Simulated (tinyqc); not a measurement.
From results back to parameters: six-band hole subbands of a thin body in a field. Three cases, with inputs chosen for the exercise.

Problem. Without spin-orbit coupling the masses along a normal n are the inverse eigenvalues of C(n n^T)/c: 1/(g1 - 2 g2) twice and 1/(g1 + 4 g2) on (001); 1/(g1 - 2 g3) twice and 1/(g1 + 4 g3) on (111); on (110) 1/(g1 + g2 - 3 g3), 1/(g1 - 2 g2) and 1/(g1 + g2 + 3 g3). Three masses were computed from hidden g1, g2, g3.

Case 1.

heavy and light mass on (001) (m0): 0.207469  0.032982

heavy mass on (111) = 0.505051 m0

Case 2.

heavy and light mass on (001) (m0): 0.277008  0.176991

heavy mass on (111) = 0.709220 m0

Case 3.

heavy and light mass on (001) (m0): 0.277778  0.177305

heavy mass on (111) = 0.724638 m0

Find: g1, g2, g3; heaviest mass on (110).

Solution. The inverse masses on (001) differ by 6 g2, which gives g2 and g1; g3 = (g1 - 1/m(111))/2.

Case 1.

g1, g2, g3: 13.32  4.25  5.67

heaviest mass on (110) = 1.79 m0

Case 2.

g1, g2, g3: 4.29  0.34  1.44

heaviest mass on (110) = 3.23 m0

Case 3.

g1, g2, g3: 4.28  0.34  1.45

heaviest mass on (110) = 3.70 m0

Computed by tinyqc, one run a case: `OMP_NUM_THREADS=1 python tinyqc.py N N+1 out.jsonl` with N = 1251287, 1251301, 1251305; one thread of a shared Intel(R) Xeon(R) Processor @ 2.30GHz, about 0.9 s a run at most.
